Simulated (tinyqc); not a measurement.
# Contact transmission and back-scattering length from two lengths

Problem. A channel with M modes has R = RQ (2/tc - 1 + L/lam), RQ = (h/2q^2)/M. Find lam and tc.

Constants: q = 1.602176634e-19 C, h = 6.62607015e-34 J s. Results are converted to the units shown.

R at L = 12 and 100 nm (ohm um): [60.935009, 205.86152]
M = 313.47296 1/um

Answer. The slope is RQ/lam and the intercept RQ (2/tc - 1).

lam = 25.00 nm
tc = 1.000

tinyqc, about 0.01 s, one thread, Intel Xeon 2.30GHz (shared host): `OMP_NUM_THREADS=1 python tinyqc.py 2760103 2760104 out.jsonl`
